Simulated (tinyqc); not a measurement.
# Worked calculation: resistance of a circular point contact between the ballistic and the diffusive limit

Computed by the program tinyqc: `OMP_NUM_THREADS=1 python tinyqc.py 2760098 2760099 out.jsonl`, one thread of a shared Intel Xeon 2.30GHz, about 0.01 s for the whole run. Printed values are rounded.

Two half-spaces of a free-electron metal (one valley, spin 2) meet through a circular opening of radius a in an insulating sheet.

Values chosen for this exercise:

| symbol | value | unit | meaning |
|---|---|---|---|
| n | 5.5e22 | cm^-3 | free-electron density |
| l | 3.5 | nm | mean free path |
| a | 1.5 | nm | radius of the opening |

Constants: q = 1.602176634e-19 C, hbar = 1.054571817e-34 J s. Results are converted to the units shown.

## Fermi wave number and resistivity

kF = (3 pi^2 n)^(1/3), resistivity rho = hbar kF/(n q^2 l). Maxwell: RM = rho/(2 a); Sharvin: RS = 4 rho l/(3 pi a^2); interpolation R = RS + gamma RM, gamma = (1 + 0.83 K)/(1 + 1.33 K), K = l/a.

kF = 11.76507 1/nm
rho = 25.10841 uohm cm
modes (kF a)^2/4 = 77.85951

## Resistances

As before.

RM = 83.69470 ohm
RS = 165.7653 ohm
gamma = 0.7156783
R = 225.6638 ohm

The Sharvin term makes up 73.5 % of R; it equals (h/2q^2) over the number of modes.
